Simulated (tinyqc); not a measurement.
Standing waves and exposure in a photoresist film: sweeps and comparisons. A value that a table varies takes the place of the one given here.

Normal incidence from air. Unexposed resist: N1 = n1 + i k1 with k1 = (A + B) lam/(4 pi), lam in micrometres. r01 = (1 - N1)/(1 + N1), t01 = 2/(1 + N1). Below the resist lie the layer Na = na + i ka and the substrate Ns = ns + i ks: r12 = (r1a + ras x)/(1 + r1a ras x), x = exp(4 pi i Na da/lam), r1a = (N1 - Na)/(N1 + Na), ras = (Na - Ns)/(Na + Ns). With p = exp(2 pi i N1 d/lam), the field at depth z is E(z) = t01 [exp(2 pi i N1 z/lam) + r12 p^2 exp(-2 pi i N1 z/lam)]/(1 + r01 r12 p^2), the relative intensity I(z) = n1 |E(z)|^2 and the reflectance R = |(r01 + r12 p^2)/(1 + r01 r12 p^2)|^2.

Inputs chosen for the exercise (a resist on Si, indices near tabulated ones; the results hold for these values, not for the real material): lam = 193 nm (vacuum wavelength); n1 = 1.672 (resist index); A = 0.08 1/micrometre (bleachable absorption (Dill A)); B = 0.59 1/micrometre (fixed absorption (Dill B)); d = 193 nm (resist thickness); ns = 0.889 (substrate n); ks = 2.812 (substrate k); na = 1.854 (n of the bottom antireflection layer); ka = 0.292 (its k); da = 37 nm (its thickness).

## Swing of the coupled dose with resist thickness

The mean of I is taken over 800 depths; the relative dose to clear is taken as 1/(mean of I over the lowest period, 60 depths), scaled to 1 in the first row.

Swing:
```
d (nm)       R  mean I  relative dose
193.0   0.1252  0.9388          1.000
202.6   0.0129  1.0707          0.895
212.2   0.0332  1.0658          0.924
221.9   0.1548  0.9336          1.066
231.5   0.2349  0.8313          1.184
241.1   0.2211  0.8282          1.168
250.7   0.1201  0.9263          1.040
260.3   0.0119  1.0468          0.935
270.0   0.0321  1.0364          0.965
279.6   0.1485  0.9121          1.107
289.2   0.2267  0.8175          1.225
298.8   0.2134  0.8172          1.209
308.4   0.1154  0.9110          1.082
```

The period is 57.7 nm, six rows. The relative dose swings between 0.895 and 1.225, a ratio (max - min)/mean of 0.311, against the estimate 4 sqrt(|r01|^2 |r12|^2) exp(-(A + B) d) = 0.283 for the oscillating part alone; the ratio from the table also holds the slow rise from absorption, 8.2 % over two periods, so the two are not strictly comparable. The dose is least sensitive to thickness at an extremum; the lowest dose listed is at 202.6 nm.

## Tuning the antireflection layer

da takes the values listed; the contrast is (Imax - Imin)/(Imax + Imin) over the lowest period of the resist (60 depths).

Results:
```
da (nm)  |r12|^2  contrast
0         0.5827     0.954
10        0.3530     0.867
20        0.1385     0.648
30        0.0846     0.536
40        0.1128     0.606
50        0.1210     0.601
60        0.0716     0.483
75        0.0044     0.138
90        0.0234     0.305
110       0.0254     0.295
140       0.0093     0.187
```

|r12|^2 starts at 0.5827 and is lowest, 0.0044, at 75 nm of those listed, where the contrast is 0.138 against 0.954. The contrast follows 2|r|/(1 + |r|^2), so even |r12|^2 = 0.01 leaves about 0.2. Values below 0.01 occur at 75 and 140 nm.

## What moves the exposure

The mean of I is over 800 depths. Each row changes one parameter from the base and keeps the others.

Results:
```
case                   |r12|^2       R  mean I  I at the bottom
base                    0.1025  0.1252  0.9388           0.4388
d = 203 nm              0.1025  0.0104  1.0742           0.4913
n1 = 1.689              0.0999  0.0994  0.9640           0.4565
B = 0.79 1/micrometre   0.1028  0.1209  0.9188           0.4221
ks = 2.531              0.0985  0.1109  0.9511           0.4315
da = 47 nm              0.1247  0.0201  1.1349           0.5049
ka = 0.38               0.0626  0.0811  0.9334           0.4942
```

The largest shifts from the base row, up to three for each result and ties (the steps differ in size, so this ranks the rows, not the parameters). |r12|^2: ka -0.0399, da +0.0222, ks -0.0040; unchanged at the printed digits by d. R: d -0.1148, da -0.1052, ka -0.0442. mean I: da +0.1961, d +0.1354, n1 +0.0252. I at the bottom: da +0.0661, ka +0.0555, d +0.0525.

Computed by tinyqc, a small Python program: `OMP_NUM_THREADS=1 python tinyqc.py 1652547 1652548 out.jsonl` (the numbers bound the seed that draws the inputs); one thread of a shared host (Intel(R) Xeon(R) Processor @ 2.30GHz), about 0.01 s for the whole set of steps.
